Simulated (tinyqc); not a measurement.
Polytypes and stacking faults of a tetrahedral semiconductor in an axial Ising model with couplings up to third neighbours. From E(6H) - E(3C) back to J2. Computed by tinyqc, a small Python program. Command: `OMP_NUM_THREADS=1 python tinyqc.py 3024668 3024669 out.jsonl polytype inv`. One thread of a shared host (Intel(R) Xeon(R) Processor @ 2.30GHz), about 0.02 s of CPU time with the checks.

Each double layer has s = +1 or -1 for the sense of its stacking step; E per pair of atoms = E0 - sum_n J_n <s_i s_(i+n)>, n = 1, 2, 3. Hexagonality h = (1 - <s_i s_(i+1)>)/2.

Inputs (values chosen for the exercise, of the order of those of silicon for J, a, G and the gaps): J1 = 10.6 meV/pair; J3 = -0.54 meV/pair; gap of 3C = 1.17 eV; gap of 4H = 1.1 eV.

correlations of the repeat units 3C (+), 2H (+-), 4H (++--), 6H (+++---), 15R (+++--), 8H (++++----), 21R (++++---), 9R (++-), rows 3C, 2H, 4H, 6H, 15R, 8H, 21R, 9R, columns n = 1, n = 2, n = 3:
```
[[1.000000, 1.000000, 1.000000],
 [-1.000000, 1.000000, -1.000000],
 [0.000000, -1.000000, 0.000000],
 [0.333333, -0.333333, -1.000000],
 [0.200000, -0.600000, -0.600000],
 [0.500000, 0.000000, -0.500000],
 [0.428571, -0.142857, -0.714286],
 [-0.333333, -0.333333, 1.000000]]
```

Method. E - E(3C) = sum_n J_n (1 - C_n), C_n = <s_i s_(i+n)>. The gap is taken linear in h between 3C (h = 0) and 4H (h = 1/2), a rough rule, with a dash beyond.

Question. A run gave the result below. Find the J2, known to lie between -1.1 and -0.37 meV/pair.

E(6H) - E(3C) = 5.0988 meV/pair

Answer.

Each step takes the trial c = (a f_b - b f_a)/(f_b - f_a), f being the result less the target; c replaces end b, the old b replaces a if the sign of f changed, and otherwise f_a is halved.

Scan of the range:
```
J2 (meV/pair)  E(6H) - E(3C) (meV/pair)
-1.100                          4.52000
-0.978                          4.68267
-0.857                          4.84400
-0.735                          5.00667
-0.613                          5.16933
-0.492                          5.33067
-0.370                          5.49333
```

False position (Illinois rule) inside the bracket:
```
step   end a   end b      trial  E(6H) - E(3C) (meV/pair)
1     -0.735  -0.613  -0.665900                    5.0988
```

E(6H) - E(3C) rises at every point of a 13-point scan of the range (every second point is shown), so one value fits; it is bracketed by -0.735 and -0.613. The scan shows a straight line, so linear interpolation between any two rows gives the answer at once. Answer: J2 = -0.6659 meV/pair.
